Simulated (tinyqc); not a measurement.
Front-illuminated p-i-n photodiode, quantum efficiency and bandwidth: one step of the calculation.

Light enters through a p layer (0 to xp), a depleted layer (xp to xp + wi) and a thick n substrate, decaying as exp(-al x); one pass, no back reflection. Carriers made in the depleted layer are all collected; those in the neutral layers diffuse.

Task. Quantum efficiency. k = al Ln, s = S Ln/Dn, e = exp(-al xp); front layer f1 = (k/(k^2 - 1)) {[s + k - e (s cosh(xp/Ln) + sinh(xp/Ln))]/[s sinh(xp/Ln) + cosh(xp/Ln)] - k e}; depleted layer f2 = e (1 - exp(-al wi)); substrate f3 = e exp(-al wi) al Lp/(1 + al Lp); external efficiency (1 - Rf)(f1 + f2 + f3); responsivity = efficiency q lam/(h c).

Inputs (values chosen for the exercise); values close to those of In0.53Ga0.47As at this wavelength: wavelength lam = 1550 nm; absorption coefficient al = 6980 1/cm; reflectance of the front face Rf = 0.3; thickness of the front p layer xp = 0.92 um; thickness of the depleted layer wi = 3.1 um; electron diffusion coefficient in the p layer Dn = 38 cm^2/s; electron diffusion length in the p layer Ln = 6.6 um; recombination velocity of the front surface S = 7000 cm/s; hole diffusion length in the thick n substrate Lp = 39 um.

Constants: q = 1.602176634e-19 C, h = 6.62607015e-34 J s, c = 299792458 m/s. Results are converted to the units shown.

Give: s; f1; f2; f3; external efficiency; responsivity.

Result.

s = 0.12158
f1 = 0.46627
f2 = 0.46571
f3 = 0.058307
external efficiency = 0.69320
responsivity = 0.86661 A/W

The front layer absorbs 47.4 % of the light that enters and collects 98.4 % of that. Diffusion from the neutral layers makes up 53.0 % of the current.

Computed by the program tinyqc: `OMP_NUM_THREADS=1 python tinyqc.py 2250121 2250122 out.jsonl`, one thread of a shared Intel Xeon 2.30GHz, about 0.01 s for the whole run.
